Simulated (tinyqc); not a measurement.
Choosing the offset: vacuum evaporation: vapour pressure, source flux, thickness distribution, purity and step coverage. Computed by tinyqc, a small Python program. Command: `OMP_NUM_THREADS=1 python tinyqc.py 3114361 3114362 out.jsonl evap walk`. One thread of a shared host (Intel(R) Xeon(R) Processor @ 2.30GHz), about 0.01 s of CPU time with the checks.

Molecular flow, unit sticking of the metal, no re-evaporation. The background gas is taken as water vapour (18.015 g/mol, collision diameter 0.37 nm) at 300 K.

Inputs (values chosen for the exercise, modelled on aluminium, with constants for the liquid): directionality n = 1; source-to-wafer distance h = 64 cm; wafer radius R = 10 cm.

Method. Rotating wafer, source offset by s and facing upwards: thickness at radius r is the mean over the angle a of (1 + (r^2 + s^2 - 2 r s cos a)/h^2)^(-(n + 3)/2), by 360 equal steps; non-uniformity (max - min)/(max + min) over 21 radii from 0 to R. The curvature at the centre vanishes at s/h = sqrt(2/(n + 3)).

Against the offset:
```
s/h,centre thickness,edge over centre,non-uniformity (%)
0.0,1.0000,0.9529,2.4116
0.2,0.9246,0.9596,2.0611
0.4,0.7432,0.9755,1.2427
0.5,0.6400,0.9842,0.7983
0.6,0.5407,0.9922,0.3907
0.7,0.4504,0.9991,0.0439
0.8,0.3718,1.0047,0.2338
0.9,0.3052,1.0089,0.4442
1.1,0.2047,1.0141,0.6978
```

What follows from these numbers?

The best row, s/h = 0.7, has 0.044 % against 2.4 % on the axis, at the price of a rate lower by a factor 2.22; the small-wafer optimum is sqrt(2/(n + 3)) = 0.71.

Extremes, crossings and ranges named in words are read from the listed rows.
